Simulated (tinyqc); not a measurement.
Self-heating of a transistor with one or more fingers, with temperature-dependent conductivity: one step, computed by the program tinyqc.

N long parallel fingers lie on the top face of a slab whose bottom is held at T_0; the top is otherwise insulated, and heat flows in two dimensions. P in W/mm is 1000 P in W/m.

Problem. Correction for the falling conductivity. Kirchhoff transformation for kappa = kappa_0 (T/T_0)^-m: T = T_0 [1 - (m - 1) theta/T_0]^(-1/(m - 1)), where theta is the linear rise. The bracket vanishes at the power P T_0/((m - 1) theta).

Inputs (values chosen for the exercise, modelled on gallium arsenide): exponent m in kappa ~ T^-m = 1.26; base temperature T_0 = 298 K; power per gate width P = 0.4 W/mm; width of the heat source w = 0.13 micrometre; phonon free path Lambda = 66 nm.

Power: power rises with temperature.

largest theta = 36.68546 K

Give: peak temperature; true rise; true rise / linear rise; power at which the formula diverges.

Solution.

peak temperature = 337.7 K

true rise = 39.72 K

true rise / linear rise = 1.083

power at which the formula diverges = 12.50 W/mm

The falling conductivity adds 8.3 % to the rise. Caution: the source is narrower than two phonon free paths, so the Fourier result understates the rise at the source.
